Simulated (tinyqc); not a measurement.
# Graded p-n junction, non-linear Poisson equation by Newton steps: what changes with what

One dimension, p side on the left, n side on the right; net doping C = (Nd - Na)/2 + ((Nd + Na)/2) tanh(x/Lg). The potential psi is counted from the intrinsic level, and the quasi-Fermi potentials are flat: 0 for holes and -V for electrons, so n = ni exp((psi + V)/Vt) and p = ni exp(-psi/Vt) (Boltzmann statistics, full ionisation, no current).

Inputs (values chosen for the exercise); band and dielectric values close to those of gallium arsenide: temperature T = 300 K; band gap Eg = 1.43 eV; relative permittivity eps_r = 13; conduction-band density of states at T Nc = 4.46e17 cm^-3; valence-band density of states at T Nv = 9.16e18 cm^-3; acceptor density of the p side Na = 2.9e16 cm^-3; donor density of the n side Nd = 3.9e15 cm^-3; bias of the p side against the n side V = 0 V; grading length Lg = 370 nm.

Constants: q = 1.602176634e-19 C, kB = 1.380649e-23 J/K, Vt = kB T/q, eps0 = 8.8541878128e-14 F/cm where lengths are in cm. Results are converted to the units shown.

Each table varies one quantity; the others keep the values above.

## Capacitance and field against bias

The Poisson equation d/dx(eps0 eps_r dpsi/dx) = -q (p - n + C) is solved on a mesh of more than 1000 nodes that ends in neutral material (psi_p = -Vt ln(Na/ni), psi_n = Vt ln(Nd/ni) - V). C_j = q d/dV of the integral of p over x, from the linearised equation. ni = sqrt(Nc Nv) exp(-Eg/(2 Vt)), Eg in volts. Depletion approximation: Vbi = Vt ln(Na Nd/ni^2), W = sqrt(2 eps0 eps_r (Vbi - V)(1/Na + 1/Nd)/q), xp = W Nd/(Na + Nd), xn = W Na/(Na + Nd), peak field 2 (Vbi - V)/W, capacitance eps0 eps_r/W. The last column applies it to an abrupt Na-Nd junction.

Results:
```
V (V)  peak |E| (kV/cm)  C_j (nF/cm^2)  1/C_j^2 (cm^4/uF^2)  eps0 eps_r/C_j (nm)  abrupt depletion C (nF/cm^2)
0.17              17.47          14.42                 4807                798.1                         17.91
-0.52             25.12          11.49                 7577                 1002                         13.74
-1.92             37.28          8.864              1.273e4                 1299                         10.15
-2.61             42.36          8.121              1.516e4                 1417                         9.171
-3.3              47.04          7.546              1.756e4                 1525                         8.432
-4                51.49          7.077              1.997e4                 1627                         7.839
```

Estimate the missing row, V = -1.22 V.

Computed row:
```
V (V)  peak |E| (kV/cm)  C_j (nF/cm^2)  1/C_j^2 (cm^4/uF^2)  eps0 eps_r/C_j (nm)  abrupt depletion C (nF/cm^2)
-1.22             31.59          9.902              1.020e4                 1162                         11.54
```

With this row back in the table: With V going from 0.17 to -4 V, C_j falls from 14.4 to 7.08 nF/cm^2 and the peak field rises from 17.5 to 51.5 kV/cm. The slope of 1/C_j^2, read as N = 2/(q eps0 eps_r |slope|), gives 2.70e15 cm^-3 between the first two rows and 3.16e15 cm^-3 between the last two, against Na Nd/(Na + Nd) = 3.44e15 cm^-3; it is not a straight line, so no single doping describes it. At the end C_j goes as (Vbi - V)^(-0.44) with Vbi = 1.16 V, and it is 9.7 % below the abrupt depletion formula (at the first row 19 % below it).

## Effect of the grading length

Same model as above.

The abrupt values quoted are those of these depletion formulas.

Effect of the grading length:
```
Lg (nm)  peak |E| (kV/cm)  C_j (nF/cm^2)  eps0 eps_r/C_j (nm)
46                   29.3           16.7                  690
65                   28.2           16.5                  697
93                   26.8           16.2                  710
130                  25.3           15.8                  728
180                  23.6           15.3                  754
260                  21.6           14.4                  798
370                  19.5           13.5                  855
```

As Lg grows from 46 to 370 nm, the peak field falls from 29.3 to 19.5 kV/cm and C_j falls from 16.7 to 13.5 nF/cm^2. The abrupt depletion formulas give 33.3 kV/cm and W = 696 nm; the first row's field is 12 % below that and the last row's 41 % below it. The same voltage drops over a longer distance, so the field falls.

tinyqc, about 0.04 s, one thread, Intel Xeon 2.30GHz (shared host): `OMP_NUM_THREADS=1 python tinyqc.py 2000161 2000162 out.jsonl`
